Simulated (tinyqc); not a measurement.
# Capacitances from a Coulomb diamond

Inverse problem. A single-electron transistor has the bias V on its left lead and the right lead at 0 V. Its diamonds repeat every q/Cg in gate voltage, close at |V| = q/Cs with Cs = CL + CR + Cg, and have edges of slope dV/dVg = -Cg/CL and Cg/(Cs - CL). Find Cg, Cs, CL and CR.

Constants: q = 1.602176634e-19 C. Results are converted to the units shown.

gate period = 55.247470 mV
bias at the tip of the diamond = 5.3584503 mV
slope dV/dVg of the rising edge = 0.15343915

Answer. The period gives Cg, the tip Cs, and the rising edge Cs - CL = CR + Cg.

Cg = 2.900 aF
Cs = 29.90 aF
CL = 11.00 aF
CR = 16.00 aF

Numbers from tinyqc (`OMP_NUM_THREADS=1 python tinyqc.py 2780034 2780035 out.jsonl`; about 0.01 s on one thread of a shared Intel Xeon 2.30GHz).
